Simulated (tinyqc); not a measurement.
n-type polysilicon, carrier trapping at grain boundaries: two steps of the calculation.

One-dimensional grains of size Lg, uniform ionised doping N, monovalent traps Qt at each boundary at a depth Et below (for electrons) or above (for holes) the band edge there, abrupt depletion of width W on each side of a boundary, Boltzmann statistics. xi is the distance from the band edge at the grain centre to the Fermi level. Trapped charge Qt/(1 + exp((xi + VB - Et)/Vt)) = 2 N W, barrier VB = q N W^2/(2 eps0 eps_r).

Values chosen for this exercise; values of the order met in polycrystalline silicon: temperature T = 300 K; relative permittivity eps_r = 11.7; conduction-band density of states at T NB = 2.8e19 cm^-3; grain size Lg = 250 nm; trap density of a grain boundary Qt = 8.2e11 cm^-2; depth of the trap level from the majority band edge at the boundary Et = 0.41 eV; mass for thermionic emission ms = 0.49 m0; correction factor of the emission rate fe = 1; mobility inside the grains mug = 56 cm^2/(V s); doping N = 2e17 cm^-3.

Constants: q = 1.602176634e-19 C, kB = 1.380649e-23 J/K, m0 = 9.1093837015e-31 kg, Vt = kB T/q, eps0 = 8.8541878128e-14 F/cm where lengths are in cm. Results are converted to the units shown.

Problem 1. New W. Partly depleted grain, xi = Vt ln(NB/N): f = 1/(1 + exp((xi + VB - Et)/Vt)), g = Qt f - 2 N W, g' = -2 Qt f (1 - f) VB/(W Vt) - 2 N, W(new) = W - g/g'.

W at the start = 16 nm

Find: VB; f; g; g'; W after iteration 1.

Solution 1.

VB = 0.03959 V
f = 0.9999
g = 1.799e11 cm^-2
g' = -4.001e10 cm^-2/nm
W after iteration 1 = 20.50 nm

Problem 2. Resistivity and effective mobility. n0 = NB exp(-xi/Vt); mean density n0 (1 - 2 W/Lg) by charge balance in a partly depleted grain, and n0 (sqrt(pi)/2) erf(u)/u with u = sqrt(VB/Vt) in a fully depleted one; v = sqrt(kB T/(2 pi ms m0)); barrier resistivity Vt exp(VB/Vt)/(q fe n0 v Lg); grain resistivity (1 - 2 W/Lg)/(q n0 mug); effective mobility 1/(q mean density total resistivity).

W = 20.495414 nm
xi = 0.12775134 V
VB = 0.064966456 V

Wanted: n0; mean density; v; barrier resistivity; grain resistivity; resistivity; effective mobility.

Solution 2.

n0 = 2.0000e17 cm^-3
mean density = 1.6721e17 cm^-3
v = 3.8430e6 cm/s
barrier resistivity = 0.10364 ohm cm
grain resistivity = 0.46590 ohm cm
resistivity = 0.56955 ohm cm
effective mobility = 65.540 cm^2/(V s)

The resistivity is 1.02 times that of a single crystal with the same N and mobility mug, and the mean density is 83.6 % of N. The effective mobility exceeds mug only because drift through the depleted grain is left out.

tinyqc, about 0.01 s, one thread, Intel Xeon 2.30GHz (shared host): `OMP_NUM_THREADS=1 python tinyqc.py 2830074 2830075 out.jsonl`
